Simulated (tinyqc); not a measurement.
## Interface states from two metals

Inverse problem. Schottky barriers follow phi = S (pM - chi) + (1 - S) E0, S = 1/(1 + q Ds dl/(eps0 ei)). Find S, E0 and Ds.

Values chosen for this exercise; material values close to those of germanium: electron affinity chi = 3.93 eV; thickness of the interface layer dl = 0.36 nm; its relative permittivity ei = 3.5.

Constants: q = 1.602176634e-19 C, eps0 = 8.8541878128e-14 F/cm where lengths are in cm. Results are converted to the units shown.

phi for pM = 4.39 and 5.07 eV (eV): 0.42794195  0.67195251

Answer. The slope is S, and either point then gives E0.

S = 0.359
E0 = 0.410 eV
Ds = 9.60e13 cm^-2 eV^-1

Program tinyqc, `OMP_NUM_THREADS=1 python tinyqc.py 2430017 2430018 out.jsonl`; Intel Xeon 2.30GHz, shared host, one thread, about 0.01 s.
